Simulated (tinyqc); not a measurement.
Inside a calculation. Method: G0W0 on RHF in the 6-311g basis, for H2, spin multiplicity 1. One step of it, computed by the program tinyqc.

Question. G0W0 on Hartree-Fock: LUMO. W(p,q,m) = sqrt2 sum_ia (pq|ia) (X+Y)_ia,m; Sigma_c(x) = sum_(i,m) W^2/(x - e_i + w_m) + sum_(a,m) W^2/(x - e_a - w_m); solve x = e_p + Sigma_c(x) by Newton steps; Z = 1/(1 - dSigma/dx); 1 hartree = 27.211386 eV.

orbital energies (hartree): [-0.553045, 0.143206, 0.318646, 0.588335, 2.589826, 2.592026]

Two-electron integrals over orbitals (pq|rs), unique and non-zero (hartree):
```
(11|11) 0.600173    (21|21) 0.061006    (22|11) 0.360364    (22|22) 0.307801
(31|11) -0.125824   (31|22) -0.032706   (31|31) 0.054559    (32|21) 0.018570
(32|32) 0.033664    (33|11) 0.359682    (33|22) 0.277718    (33|31) -0.038043
(33|33) 0.281669    (41|21) -0.070661   (41|32) 0.001151    (41|41) 0.101404
(42|11) -0.139388   (42|22) -0.053265   (42|31) 0.044781    (42|33) -0.049344
(42|42) 0.060741    (43|21) 0.041505    (43|32) 0.016582    (43|41) -0.047266
(43|43) 0.035021    (44|11) 0.476376    (44|22) 0.332147    (44|31) -0.081927
(44|33) 0.310291    (44|42) -0.103439   (44|44) 0.414260    (51|11) -0.074961
(51|22) -0.014731   (51|31) 0.043652    (51|33) -0.020921   (51|42) 0.029400
(51|44) -0.056346   (51|51) 0.076887    (52|21) -0.005995   (52|32) 0.004904
(52|41) 0.015103    (52|43) -0.011016   (52|52) 0.015235    (53|11) 0.098041
(53|22) 0.035016    (53|31) -0.037205   (53|33) 0.034157    (53|42) -0.036435
(53|44) 0.069912    (53|51) -0.040941   (53|53) 0.034183    (54|21) 0.018178
(54|32) -0.018578   (54|41) -0.042796   (54|43) 0.017061    (54|52) -0.024151
(54|54) 0.050766    (55|11) 0.612009    (55|22) 0.358516    (55|31) -0.136208
(55|33) 0.360892    (55|42) -0.146804   (55|44) 0.489375    (55|51) -0.120968
(55|53) 0.120340    (55|55) 0.684580    (61|21) -0.028918   (61|32) 0.017607
(61|41) 0.059557    (61|43) -0.029583   (61|52) 0.031824    (61|54) -0.061798
(61|61) 0.083111    (62|11) -0.027864   (62|22) 0.008603    (62|31) 0.023121
(62|33) -0.003513   (62|42) 0.008127    (62|44) -0.015387   (62|51) 0.036914
(62|53) -0.017136   (62|55) -0.051646   (62|62) 0.025481    (63|21) 0.032254
(63|32) -0.004585   (63|41) -0.049988   (63|43) 0.022888    (63|52) -0.013446
(63|54) 0.033374    (63|61) -0.044840   (63|63) 0.032258    (64|11) 0.135770
(64|22) 0.032882    (64|31) -0.059752   (64|33) 0.045225    (64|42) -0.049396
(64|44) 0.091778    (64|51) -0.072535   (64|53) 0.050068    (64|55) 0.177480
(64|62) -0.038554   (64|64) 0.087634    (65|21) 0.099921    (65|32) 0.000219
(65|41) -0.144033   (65|43) 0.075927    (65|52) -0.043159   (65|54) 0.094473
(65|61) -0.128186   (65|63) 0.089857    (65|65) 0.274395    (66|11) 0.631183
(66|22) 0.372536    (66|31) -0.147447   (66|33) 0.365743    (66|42) -0.156471
(66|44) 0.511237    (66|51) -0.147065   (66|53) 0.133875    (66|55) 0.715522
(66|62) -0.058194   (66|64) 0.195610    (66|66) 0.763707
```

excitation energies w (hartree): [0.774395, 0.970384, 1.339876, 3.294337, 3.310960]

X + Y, order 1>2, 1>3, 1>4, 1>5, 1>6:
```
[[0.927323, 0.000000, -0.149901, 0.000000, -0.008159],
 [0.000000, 0.947381, 0.000000, 0.015006, 0.000000],
 [0.253234, 0.000000, 0.901502, 0.000000, 0.029062],
 [0.000000, -0.052501, 0.000000, 0.976325, 0.000000],
 [0.014281, 0.000000, -0.079851, 0.000000, 0.973277]]
```

Give: The 12 largest terms at x = e_p; Newton steps; quasiparticle energy of the LUMO; Hartree-Fock value.

Answer.

The 12 largest terms at x = e_p (hartree; W for the signs of X + Y given):
```
q  m        W       term
1  3  -0.0998     0.0049
4  2   0.0578    -0.0024
1  1   0.0541     0.0020
2  2  -0.0427    -0.0019
3  1   0.0251    -0.0007
1  5  -0.0434   4.70e-04
4  4   0.0415  -4.62e-04
6  4   0.0515  -4.61e-04
5  5   0.0445  -3.44e-04
6  2   0.0282  -2.33e-04
3  5   0.0241  -1.66e-04
2  4  -0.0210  -1.34e-04
```

Newton steps (hartree):
```
step       x  Sigma_c(x)       Z
0     0.1432      0.0006  0.9914
1     0.1438      0.0005  0.9914
2     0.1438      0.0005  0.9914
```

quasiparticle energy of the LUMO = 3.9117 eV

Hartree-Fock value = 3.8968 eV
